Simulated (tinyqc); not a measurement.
Orbital energy against energy difference: ionisation energy by orbital energies and by energy differences in the cc-pvdz basis, for H6, spin multiplicity 1. Computed by the program tinyqc with PySCF. The cation is unrestricted; errors are against CCSD(T) in this basis, not against experiment.

Geometry (angstrom):
```
atom       x       y       z
H     0.0000  0.0000  0.0000
H     0.0000  0.0000  0.7550
H     0.0000  0.0000  1.7710
H     0.0000  0.0000  2.5260
H     0.0000  0.0000  3.5420
H     0.0000  0.0000  4.2970
```

CCSD(T) difference in the same basis = 11.8144 eV

IP-EOM-CCSD = 11.8672 eV

First vertical ionisation energy (eV):
```
method     -e(HOMO)  E(cation) - E  error of -e(HOMO)  error of the difference
HF          12.0708      11.149883             0.2564                  -0.6645
LDA          7.2085      11.177806            -4.6059                  -0.6366
PBE          7.3130      11.280293            -4.5014                  -0.5341
B3LYP        8.4973      11.576674            -3.3171                  -0.2378
PBE0         8.6499      11.497713            -3.1646                  -0.3167
CAM-B3LYP   10.0302      11.619136            -1.7842                  -0.1953
LC-wPBE     11.3465      11.708713            -0.4679                  -0.1057
```

What does the comparison show, and why?

Koopmans errs by +0.26 eV and Delta-HF by -0.66 eV: relaxation, 0.92 eV, lowers the value and the missing correlation difference works against it. The PBE level is off by -4.5 eV through the wrong tail of its potential, though its energy difference is off by -0.53 eV; exact exchange deepens the level, and among the orbital energies HF comes closest; among the differences LC-wPBE does.
